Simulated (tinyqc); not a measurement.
# Worked calculation: lossy interposer transmission line with skin effect

Program tinyqc, `OMP_NUM_THREADS=1 python tinyqc.py 2810108 2810109 out.jsonl`; Intel Xeon 2.30GHz, shared host, one thread, about 0.01 s. Printed values are rounded.

A uniform line in a homogeneous dielectric: c = sqrt(er)/(c0 Z0), l = Z0 sqrt(er)/c0 (c0 = 299792458 m/s), g = w c td, w = 2 pi f. The resistance joins its limits as r = sqrt(r_dc^2 + r_hf^2), with r_dc = rho/(wd th), r_hf = kr rho/(2 delta (wd + th)), delta = sqrt(rho/(pi f mu0)), mu0 = 4 pi 1e-7 H/m; this is an interpolation, and internal inductance, up to 0.05 nH/mm at low frequency, is neglected.

Inputs (values chosen for the exercise): width of the strip wd = 6 um; thickness of the strip th = 2.1 um; resistivity rho = 1.8 uohm cm; relative permittivity er = 3.5; loss tangent td = 0.02; lossless impedance sqrt(l/c) Z0 = 40 ohm; factor for crowding and the return path kr = 1.5; length len = 16 mm; source resistance Rg = 50 ohm; load resistance RL = 100 ohm; load capacitance CL = 100 fF; frequency f = 3.4 GHz.

## Line constants

delta, r_dc, r_hf, r, l, c and g as defined.

delta = 1.15802 um
r_dc = 1.42857 ohm/mm
r_hf = 1.43924 ohm/mm
r = 2.02786 ohm/mm
l = 0.249617 nH/mm
c = 156.010 pF/m
g = 0.0666564 S/m

r is 1.42 times r_dc; the skin depth is 0.551 of the thickness.

## Propagation constant and impedance

gamma = sqrt((r + i w l)(g + i w c)) = alpha + i beta, Zc = sqrt((r + i w l)/(g + i w c)), roots with positive real part; loss 8.685889638 alpha in dB; phase velocity w/beta.

gamma len = 0.42039+2.16606i
Zc = 40.7613-7.0682i ohm
loss = 0.228214 dB/mm
phase velocity over c0 = 0.526365
r/(w l) = 0.380282

r is below w l; the low-loss estimate 8.686 (r/(2 Z0) + g Z0/2) gives 0.232 dB/mm.

## Reflection, input impedance and transfer

ZL = 1/(1/RL + i w CL); reflection (ZL - Zc)/(ZL + Zc); Zin = Zc (ZL + Zc tanh(gamma len))/(Zc + ZL tanh(gamma len)); H = V_load/V_source = [Zin/(Zin + Rg)]/[cosh(gamma len) + (Zc/ZL) sinh(gamma len)].

ZL = 95.6355-20.4304i ohm
reflection at the load = 0.405578-0.016198i
Zin = 36.4643+5.7549i ohm
H = -0.261980-0.317257i
|H| = -7.71380 dB
